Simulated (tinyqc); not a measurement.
# Front-illuminated p-i-n photodiode, quantum efficiency and bandwidth: effects of single changes

Light enters through a p layer (0 to xp), a depleted layer (xp to xp + wi) and a thick n substrate, decaying as exp(-al x); one pass, no back reflection. Carriers made in the depleted layer are all collected; those in the neutral layers diffuse.

Parameters, values chosen for the exercise; values close to those of germanium at this wavelength:

| symbol | value | unit | meaning |
|---|---|---|---|
| lam | 1310 | nm | wavelength |
| al | 6820 | 1/cm | absorption coefficient |
| Rf | 0.02 |  | reflectance of the front face |
| eps_r | 16.6 |  | relative permittivity |
| xp | 0.54 | um | thickness of the front p layer |
| wi | 1.7 | um | thickness of the depleted layer |
| Dn | 37 | cm^2/s | electron diffusion coefficient in the p layer |
| Ln | 0.29 | um | electron diffusion length in the p layer |
| S | 4e5 | cm/s | recombination velocity of the front surface |
| Lp | 16 | um | hole diffusion length in the thick n substrate |
| ve | 5.77e6 | cm/s | electron drift velocity |
| vh | 4.09e6 | cm/s | hole drift velocity |
| dia | 20 | um | diameter |
| RL | 50 | ohm | load resistance |
| Cp | 20 | fF | parasitic capacitance |

Constants: q = 1.602176634e-19 C, h = 6.62607015e-34 J s, c = 299792458 m/s, eps0 = 8.8541878128e-14 F/cm where lengths are in cm. Results are converted to the units shown.

Each table varies one quantity; the others keep the values above.

## Efficiency and bandwidth against the thickness of the depleted layer

k = al Ln, s = S Ln/Dn, e = exp(-al xp); front layer f1 = (k/(k^2 - 1)) {[s + k - e (s cosh(xp/Ln) + sinh(xp/Ln))]/[s sinh(xp/Ln) + cosh(xp/Ln)] - k e}; depleted layer f2 = e (1 - exp(-al wi)); substrate f3 = e exp(-al wi) al Lp/(1 + al Lp); external efficiency (1 - Rf)(f1 + f2 + f3); responsivity = efficiency q lam/(h c). Drift response for pairs made in the depleted layer, a = al wi, g = 1 - exp(-a), u = 2 pi i f, te = wi/ve, th = wi/vh: electrons He = [g - a (exp(-a) - exp(-u te))/(u te - a)]/(u te g), holes Hh = [g - a (1 - exp(-a - u th))/(a + u th)]/(u th g); C = eps0 eps_r pi (dia/2)^2/wi + Cp; total |He + Hh|/sqrt(1 + (2 pi f RL C)^2), for the current of the depleted layer alone. Limits are the frequencies at which each factor falls to 1/sqrt(2); inverse-square sum (f_transit^-2 + f_RC^-2)^(-1/2); the diffusion currents f1 and f3 are left out of the bandwidth.

Efficiency and bandwidth against the thickness of the depleted layer:
```
wi (um),f2,f1 + f3,responsivity (A/W),transit limit (GHz),RC limit (GHz),3 dB bandwidth (GHz),inverse-square sum (GHz),bandwidth x (1 - Rf) f2 (GHz)
0.21,0.09233,0.6917,0.8118,124.2,13.27,13.17,13.19,1.191
0.36,0.1506,0.6383,0.8169,72.93,21.47,20.31,20.60,2.998
0.6,0.2324,0.5634,0.8240,44.18,32.83,25.28,26.35,5.756
1,0.3421,0.4629,0.8336,26.92,48.10,22.67,23.49,7.599
1.7,0.4749,0.3413,0.8451,16.20,67.49,15.58,15.75,7.251
2.9,0.5962,0.2302,0.8556,9.757,88.61,9.674,9.698,5.652
4.8,0.6657,0.1665,0.8617,5.981,107.5,5.968,5.971,3.893
8.1,0.6892,0.1450,0.8637,3.481,123.9,3.479,3.480,2.350
14,0.6919,0.1425,0.8640,1.929,136.6,1.928,1.928,1.307
```

As wi goes from 0.21 to 14, the responsivity rises from 0.812 to 0.864 A/W and the bandwidth goes from 13.2 through a maximum of 25.3 (at wi = 0.6 among the rows listed) to 1.93 GHz. The RC limit is the lower one for wi = 0.21, 0.36, 0.6, the transit limit elsewhere. Adding inverse squares of the two limits is within 4.3 % of the full result. The product of bandwidth and fast efficiency goes from 1.19 through a maximum of 7.60 (at wi = 1 among the rows listed) to 1.31 GHz. For wi = 0.21, 0.36, 0.6, 1, 1.7, 2.9 the diffusion currents exceed 0.3 of the drift current; their own response times, left out, may then shape the whole response.

## Efficiency and bandwidth against the diameter

Same model as above.

The same in every row: f2 = 0.4749; f1 + f3 = 0.3413; responsivity (A/W) = 0.8451; transit limit (GHz) = 16.20.

Efficiency and bandwidth against the diameter:
```
dia (um),RC limit (GHz),3 dB bandwidth (GHz),inverse-square sum (GHz),bandwidth x (1 - Rf) f2 (GHz)
5,146.7,16.06,16.10,7.474
10,118.8,15.99,16.05,7.441
20,67.49,15.58,15.75,7.251
50,16.77,11.14,11.65,5.184
100,4.554,4.328,4.384,2.014
200,1.163,1.159,1.160,0.5395
500,0.1873,0.1873,0.1873,0.08715
1000,0.04686,0.04686,0.04686,0.02181
```

As dia goes from 5 to 1000, the responsivity stays at 0.845 A/W and the bandwidth falls from 16.1 to 0.0469 GHz. The RC limit is the lower one for dia = 100, 200, 500, 1000, the transit limit elsewhere. Adding inverse squares of the two limits is within 4.6 % of the full result. In every row the diffusion currents exceed 0.3 of the drift current; their own response times, left out, may then shape the whole response.

Program tinyqc, `OMP_NUM_THREADS=1 python tinyqc.py 2250007 2250008 out.jsonl`; Intel Xeon 2.30GHz, shared host, one thread, about 0.01 s.
